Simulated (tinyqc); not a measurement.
Metal gate on a two-layer dielectric stack with fixed charge and a dipole: one step of the calculation.

Gate, layer 2, layer 1, p-type semiconductor; x runs from the gate inwards. Charges are counted in units of +q. psi is the band bending at the surface, positive towards inversion. Classical charge, Boltzmann statistics, no interface traps.

Question. Flat-band voltage, term by term. EOT = 3.9 (t1/e1 + t2/e2), Cox = eps0/(t1/e1 + t2/e2); phi_ms = pM - (chi + Eg - Vt ln(Nv/Na)). Vfb = phi_ms + Vd - (q/eps0) [Q1 (t1/e1 + t2/e2) + Q2 t2/e2 + r1 (t1^2/(2 e1) + t1 t2/e2) + r2 t2^2/(2 e2)]: each charge counts with its electrical distance from the gate.

Inputs (values chosen for the exercise); band and dielectric values close to those of silicon, layer 1 close to silicon nitride, layer 2 close to aluminium oxide:
- T = 250 K (temperature)
- Eg = 1.13 eV (band gap)
- Nv = 2.02e19 cm^-3 (valence-band density of states at T)
- chi = 4.04 eV (electron affinity)
- Na = 7.2e16 cm^-3 (acceptor density)
- pM = 4.61 eV (work function of the gate metal)
- t1 = 0.5 nm (thickness of layer 1, next to the semiconductor)
- e1 = 7.72 (relative permittivity of layer 1)
- t2 = 1.6 nm (thickness of layer 2, next to the gate)
- e2 = 9.35 (relative permittivity of layer 2)
- Q1 = 6e11 cm^-2 (fixed charge at the semiconductor interface)
- Q2 = 1.8e12 cm^-2 (fixed charge between the layers)
- r1 = -1.8e18 cm^-3 (uniform charge density in layer 1)
- r2 = -2.1e18 cm^-3 (uniform charge density in layer 2)
- Vd = 0.45 V (flat-band shift by a dipole layer between the layers)

Constants: q = 1.602176634e-19 C, kB = 1.380649e-23 J/K, Vt = kB T/q, eps0 = 8.8541878128e-14 F/cm where lengths are in cm. Results are converted to the units shown.

Wanted: terms; Vfb.

Answer.

terms (V): phi_ms -0.43857, dipole 0.45000, Q1 -0.02561, Q2 -0.05574, r1 0.00331, r2 0.00520
Vfb = -0.061396 V

Apart from phi_ms the largest term is that of dipole, 450 mV; all charges and the dipole together move Vfb by 377 mV.

Computed by the program tinyqc: `OMP_NUM_THREADS=1 python tinyqc.py 2010165 2010166 out.jsonl`, one thread of a shared Intel Xeon 2.30GHz, about 0.01 s for the whole run.
